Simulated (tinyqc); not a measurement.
# Input admittance of a MOSFET at zero drain bias: distributed channel and distributed gate: what changes with what

Source and drain grounded, strong inversion, w = 2 pi f, Cox = eps0 eox/tox. The channel is an RC line of resistance 1/(mu Cox Vo) per square fed from both ends, so one finger has the intrinsic admittance y = i w Cox L tanh(g)/g per width, g = (1/2) sqrt(i w tau), tau = L^2/(mu Vo). The vertical resistance rv/L is in series with y, the overlaps 2 i w Cov in parallel: y_t = 1/(1/y + rv/L) + 2 i w Cov. The gate strip is a line of Rsh/L per length loaded by y_t, so a finger has Y = y_t Wf tanh(k)/k, k = (Wf/sd) sqrt(y_t Rsh/L); the device has Nf Y.

Inputs (values chosen for the exercise); values of the order met in silicon radio-frequency transistors:
- eox = 3.9 (relative permittivity of the gate insulator (close to silicon dioxide))
- tox = 1.5 nm (insulator thickness)
- L = 0.19 um (channel length)
- Wf = 0.91 um (finger width)
- Nf = 32 (number of fingers)
- mu = 130 cm^2/(V s) (channel mobility)
- Vo = 0.76 V (gate overdrive)
- Rsh = 19 ohm/square (sheet resistance of the gate)
- rv = 0 ohm um^2 (vertical resistivity of the gate stack)
- sd = 1 (number of ends at which a finger is contacted)
- Cov = 0.35 fF/um (overlap and fringe capacitance on each side)
- f = 23 GHz (frequency)

Constants: eps0 = 8.8541878128e-14 F/cm where lengths are in cm. Results are converted to the units shown.

Each table varies one quantity; the others keep the values above.

## Input impedance against frequency

Low-frequency limits, with c = Cox L and ct = c + 2 Cov: R_strip = Rsh Wf/(3 sd^2 L Nf), R_ch = (c/ct)^2 L/(12 mu Cox Vo Wf Nf), R_vert = (c/ct)^2 rv/(L Wf Nf), C = ct Wf Nf. Z = 1/(Nf Y) = R + 1/(i w C), Q = |Im Z|/R, far-point signal |1/cosh k|.

The same in every row: low-frequency R (ohm) = 2.724.

Input impedance against frequency:

| f (GHz) | w tau | \|k\| | R (ohm) | C (fF) | Q | signal at the far point |
|---|---|---|---|---|---|---|
| 0.2 | 0.004592 | 0.02298 | 2.724 | 147.8 | 1977 | 1.000 |
| 0.6 | 0.01377 | 0.03980 | 2.724 | 147.8 | 659.0 | 1.000 |
| 1 | 0.02296 | 0.05138 | 2.724 | 147.8 | 395.4 | 1.000 |
| 3 | 0.06887 | 0.08899 | 2.724 | 147.8 | 131.8 | 1.000 |
| 8 | 0.1837 | 0.1453 | 2.724 | 147.7 | 49.43 | 0.9998 |
| 20 | 0.4592 | 0.2297 | 2.724 | 147.7 | 19.78 | 0.9989 |
| 50 | 1.148 | 0.3622 | 2.721 | 147.3 | 7.940 | 0.9933 |
| 100 | 2.296 | 0.5078 | 2.713 | 146.0 | 4.018 | 0.9746 |
| 300 | 6.887 | 0.8158 | 2.633 | 134.1 | 1.502 | 0.8590 |

Read the table: what changes, and by how much?

R falls from 2.72 to 2.63 ohm and C falls from 148 to 134 fF. Q goes as f^(-1.00) between the first two rows and f^(-0.90) between the last two, where w tau = 6.89 and |k| = 0.816. The low-frequency limits hold both R and C within 5 % up to f = 100 GHz among the rows.

## Effect of the channel length

Same model as above.

Effect of the channel length:

| L (um) | w tau | \|k\| | R (ohm) | low-frequency R (ohm) | C (fF) | Q | signal at the far point |
|---|---|---|---|---|---|---|---|
| 0.03 | 0.013164 | 0.32465 | 6.0961 | 6.0966 | 40.485 | 28.038 | 0.99905 |
| 0.058 | 0.049205 | 0.28246 | 3.4192 | 3.4193 | 59.257 | 34.154 | 0.99936 |
| 0.11 | 0.17698 | 0.25846 | 2.4866 | 2.4868 | 94.108 | 29.570 | 0.99924 |
| 0.22 | 0.70794 | 0.24380 | 2.9542 | 2.9553 | 167.69 | 13.969 | 0.99817 |
| 0.42 | 2.5802 | 0.23334 | 5.0048 | 5.0238 | 298.49 | 4.6320 | 0.99452 |
| 0.8 | 9.3612 | 0.20132 | 9.1760 | 9.5671 | 492.27 | 1.5319 | 0.98912 |
| 1.6 | 37.445 | 0.13409 | 13.185 | 19.500 | 513.07 | 1.0229 | 0.99376 |
| 3 | 131.64 | 0.097511 | 12.907 | 37.052 | 497.15 | 1.0784 | 0.99678 |

As L goes from 0.03 to 3, R moves up and down between 2.49 and 13.2 ohm, C goes from 40.5 through a maximum of 513 (at L = 1.6 among the rows listed) to 497 fF and Q moves up and down between 1.02 and 34.2.

tinyqc, about 0.01 s, one thread, Intel Xeon 2.30GHz (shared host): `OMP_NUM_THREADS=1 python tinyqc.py 2262216 2262217 out.jsonl`
